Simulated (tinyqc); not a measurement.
The solidus: solid solubility of a dopant against its melt (retrograde solidus), clustering and the electrically active fraction. Computed by tinyqc, a small Python program. Command: `OMP_NUM_THREADS=1 python tinyqc.py 3025740 3025741 out.jsonl retro walk`. One thread of a shared host (Intel(R) Xeon(R) Processor @ 2.30GHz), about 0.01 s of CPU time with the checks.

Inputs (values chosen for the exercise, of the order of those of copper in silicon for the solubility):

| quantity | value | unit |
|---|---|---|
| melting point of the host T_m | 1687 | K |
| heat of melting of the host H_f | 50.2 | kJ/mol |
| interaction L of the melt | -11 | kJ/mol |
| enthalpy of transfer from melt to solid H | 1.43 | eV |
| entropy of transfer S | 2.91 | k_B |
| site density N0 | 5e+22 | 1/cm^3 |

Constants: R = 8.314462618 J/(mol K); k_B = 8.617333262e-05 eV/K; e = 1.602176634e-19 C; N_A = 6.02214076e+23 1/mol.

Method. x_l and x_s are atom fractions of the dopant in melt and solid; the solid is dilute. Liquidus of the host: R T ln(1 - x_l) + L x_l^2 = -H_f (1 - T/T_m). Distribution: k = x_s/x_l = exp[L (1 - x_l)^2/(R T)] exp(S/k_B - H/(k_B T)), the first factor being the activity coefficient in the melt. Solubility = x_s N0; at T_m x_l = 0. The largest x_s N0 between 900 K and T_m. For an ideal melt with constant heats the maximum has x_l = H_f/(H + H_f), H in the same units.

largest solubility = 2.96179e+18 1/cm^3

temperature of the maximum = 1536.12 K

Against temperature:

| T (K) | x_l | k | solubility (1/cm^3) | over the maximum |
|---|---|---|---|---|
| 1000 | 0.80036 | 1.0815e-06 | 4.3278e+16 | 0.01461 |
| 1100 | 0.72252 | 4.6975e-06 | 1.6970e+17 | 0.05730 |
| 1200 | 0.63501 | 1.5641e-05 | 4.9662e+17 | 0.16768 |
| 1300 | 0.53759 | 4.2222e-05 | 1.1349e+18 | 0.38318 |
| 1400 | 0.42877 | 9.5963e-05 | 2.0573e+18 | 0.69461 |
| 1500 | 0.30514 | 1.8805e-04 | 2.8690e+18 | 0.96869 |
| 1580 | 0.19092 | 2.9136e-04 | 2.7812e+18 | 0.93904 |
| 1640 | 0.09138 | 3.8029e-04 | 1.7376e+18 | 0.58667 |
| 1675 | 0.02484 | 4.3150e-04 | 5.3591e+17 | 0.18094 |

Between the first rows the Arrhenius energy of the solubility is 1.30 eV, against H = 1.43 eV; it shrinks to zero at 1536 K and turns negative beyond. A crystal saturated at the maximum precipitates dopant-rich liquid on cooling and on heating alike. Below a eutectic or compound temperature another phase would set the limit.

Extremes, crossings and ranges named in words are read from the listed rows.
